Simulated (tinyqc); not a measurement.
Inside a calculation: two-band massive Dirac model of the K valleys. Values are carried at full precision from step to step, so a last printed digit may differ when a step is redone from the rounded ones.

Basis (conduction, valence): H = [[D/2, a t (tau kx - i ky)], [a t (tau kx + i ky), -D/2 + lam tau sz]], valley tau = +/-1, spin sz = +/-1. The gap of a spin and valley is G = D - lam tau sz. Berry curvature Omega = curl of i<u|grad u>; for the conduction band Omega_c = -tau 2 a^2 t^2 G/(G^2 + 4 a^2 t^2 k^2)^(3/2), and Omega_v = -Omega_c.

Constants: hbar^2/2m0 = 3.80998211 eV angstrom^2.

Inputs chosen for the exercise (near those used for monolayer WS2; shifted at random, so the results belong to these values and not to a real crystal): a = 3.188 angstrom (lattice constant); D = 1.82 eV (gap parameter); t = 1.48 eV (effective hopping); lam = 0.221 eV (half the valence spin splitting); tau = -1 (valley); sz = 1 (spin); k = (0.094, 0.028) 1/angstrom (wave vector from the valley); h = 0.01 1/angstrom (side of the plaquette).

## Band edges of the four flavours

At k = 0: Ec = D/2, Ev = -D/2 + lam tau sz; mass m/m0 = c G/(a t)^2 for both bands, c = hbar^2/2m0; Omega_c(0) = -2 tau a^2 t^2/G^2.

Edges:

| tau | sz | Ec (eV) | Ev (eV) | G (eV) | mass (m0) | Omega_c (angstrom^2) |
|---|---|---|---|---|---|---|
| 1 | 1 | 0.9100 | -0.6890 | 1.5990 | 0.2737 | -17.414 |
| 1 | -1 | 0.9100 | -1.1310 | 2.0410 | 0.3493 | -10.688 |
| -1 | 1 | 0.9100 | -1.1310 | 2.0410 | 0.3493 | 10.688 |
| -1 | -1 | 0.9100 | -0.6890 | 1.5990 | 0.2737 | 17.414 |

The top of the valence band has spin up at tau = +1 and spin down at tau = -1: spin and valley are locked, with 442 meV between the two valence bands (A and B transitions at 1.599 and 2.041 eV, without exciton binding).

## H at one k

Fill in the matrix and diagonalise: E = lam tau sz/2 -/+ sqrt(G^2/4 + a^2 t^2 k^2).

H (eV):
```
                 c                v
c           0.9100  -0.4435-0.1321i
v  -0.4435+0.1321i          -1.1310
```

levels (eV): -1.2310  1.0100

cos(theta) = G/(E+ - E-) = 0.9107

## Curvature, orbital moment and circular dichroism

Omega_c from the formula; orbital moment of both bands m = -tau (a t)^2 G/(c (G^2 + 4 a^2 t^2 k^2)) in Bohr magnetons (charge -e), c = hbar^2/2m0; interband strengths |P+/-|^2 proportional to (1 +/- tau cos(theta))^2 for P+/- = Px +/- i Py, and eta = (|P+|^2 - |P-|^2)/(|P+|^2 + |P-|^2) = 2 tau cos(theta)/(1 + cos^2(theta)).

Omega_c = 8.074 angstrom^2
orbital moment = 2.375 muB
eta = -0.9956

All three change sign with the valley. The selection rule, exact at k = 0, still holds to 99.6 % here.

## The curvature from a plaquette

Corners counter-clockwise around k, from (-h/2, -h/2); upper eigenvector u with its first component real and positive; Omega = -(sum of arg <u_j|u_(j+1)>)/h^2.

Corners:

| j | kx | ky | u_c | u_v | arg <u_j\|u_j+1> (rad) |
|---|---|---|---|---|---|
| 1 | 0.0890 | 0.0230 | 0.97988 | -0.19324+0.04994i | 0.001071 |
| 2 | 0.0990 | 0.0230 | 0.97597 | -0.21223+0.04931i | -0.004534 |
| 3 | 0.0990 | 0.0330 | 0.97485 | -0.21144+0.07048i | -0.001525 |
| 4 | 0.0890 | 0.0330 | 0.97870 | -0.19250+0.07138i | 0.004181 |

Omega_c from the plaquette = 8.072 angstrom^2

The formula at the centre gives 8.074; the plaquette averages over its area.

## Checks

- Curvature formula against a plaquette of side 1e-4: both 8.0738.
- Eta against the matrix elements of dH/dkx +/- i dH/dky: both -0.99564.

Run: tinyqc, `OMP_NUM_THREADS=1 python tinyqc.py 1482020 1482021 out.jsonl`; Intel(R) Xeon(R) Processor @ 2.30GHz, one thread, shared host; about 0.01 s of CPU time with all checks.
